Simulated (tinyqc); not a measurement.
Harmonic transition-state theory with quantum, tunnelling and friction corrections: one step, computed by the program tinyqc.

One atom hops between equivalent sites; three modes at the minimum and two real modes at the saddle are treated as harmonic, the rest of the crystal as unchanged; melting is ignored, so hot rows may lie above the melting point.

Question. Quantum harmonic rate. Vineyard: nu* = product of minimum frequencies / product of real saddle frequencies; k_cl = nu* exp(-E_b/(k_B T)). Quantum harmonic: k_q = (k_B T/h) [prod 2 sinh(x_i/2) (minimum) / prod 2 sinh(x_j/2) (saddle)] exp(-E_b/(k_B T)), x = h nu/(k_B T). Zero-point correction to the barrier = (h/2)(sum of saddle frequencies - sum of minimum frequencies).

Inputs (values chosen for the exercise, modelled on interstitial carbon in iron): barrier E_b = 0.824 eV; temperature T = 903 K.

Lattice of sites: three-dimensional.

frequencies at the minimum (THz): 12.9  13.2  19.3

real frequencies at the saddle (THz): 16.7  20.2

Constants: h x 1 THz = 4.135667696 meV; k_B = 8.617333262e-05 eV/K.

Give: x at the minimum; x at the saddle; zero-point correction; quantum harmonic rate k_q; ratio k_q/k_cl.

Answer.

x at the minimum: 0.6856  0.7016  1.0258

x at the saddle: 0.8876  1.0736

zero-point correction = -17.577 meV

quantum harmonic rate k_q = 2.4614e+08 1/s

ratio k_q/k_cl = 1.0032

To second order in x the ratio is 1 + (sum x_i^2 - sum x_j^2)/24 = 1.0031.
